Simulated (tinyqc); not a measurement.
Floating body of a partially depleted SOI transistor: body voltage and kink: one step of the calculation.

Source at 0 V. Channel current Ic = 2 nf K Vt^2 [F(0) - F(Vd)](1 + la Vd), F(V) = ln^2(1 + exp((Vg - VT - nf V)/(2 nf Vt))), VT = VT0 - gb Vb. Saturation voltage Vs = 2 Vt sqrt(F(0)) + 3 Vt, excess Ve = (Vd - Vs + sqrt((Vd - Vs)^2 + 0.0004 V^2))/2, multiplication M1 = Ai Ve exp(-Bl/Ve). Each junction passes D(v) = J1 (exp(v/Vt) - 1) + J2 (exp(v/(2 Vt)) - 1). Bipolar current Ib = bb J1 (exp(Vb/Vt) - 1). The body settles where M1 (Ic + Ib) = D(Vb) + D(Vb - Vd) + Vb/Rb; drain current Id = (1 + M1)(Ic + Ib) - D(Vb - Vd).

Task. Drain current with floating and with grounded body. Id and VT at the converged Vb, Id at Vb = 0, their ratio, and the bipolar share Ib/(Ic + Ib).

Inputs (values chosen for the exercise); values of the order met in partially depleted silicon-on-insulator transistors:

| symbol | value | unit | meaning |
|---|---|---|---|
| T | 330 | K | temperature |
| VT0 | 0.43 | V | threshold at zero body voltage |
| gb | 0.28 |  | fall of the threshold per volt of body voltage |
| nf | 1.44 |  | slope factor |
| K | 220 | uA/(V^2 um) | gain factor per width |
| la | 0.09 | 1/V | channel-length modulation factor |
| Ai | 1.61 | 1/V | impact-ionisation prefactor |
| Bl | 4.6 | V | impact-ionisation voltage |
| J1 | 5.1e-12 | uA/um | diffusion saturation current of each junction |
| J2 | 1.7e-8 | uA/um | recombination saturation current of each junction |
| bb | 0.5 |  | gain of the lateral bipolar transistor on the diffusion current |
| Rb | 1e9 | kohm um | resistance of a weak body tie to the source (1e9 stands for no tie, and the term is then dropped) |
| Vg | 0.37 | V | gate voltage |
| Vd | 2 | V | drain voltage |

Constants: q = 1.602176634e-19 C, kB = 1.380649e-23 J/K, Vt = kB T/q. Results are converted to the units shown.

converged Vb = 0.72269686 V

Wanted: VT; Id, floating; Id, grounded; ratio; bipolar share.

Result.

VT = 0.2276 V
Id, floating = 3.022 uA/um
Id, grounded = 0.1181 uA/um
ratio = 25.59
bipolar share = 11.29 %

The body rises to 0.723 V and lowers the threshold by 202 mV.

Range of the model: The multiplication law is an empirical form chosen for the exercise; self-heating and capacitive coupling to the body are left out, and the linear laws are rough once Vb passes about 0.7 V or M1 about 0.1.

Computed by the program tinyqc: `OMP_NUM_THREADS=1 python tinyqc.py 2182269 2182270 out.jsonl`, one thread of a shared Intel Xeon 2.30GHz, about 0.2 s for the whole run.
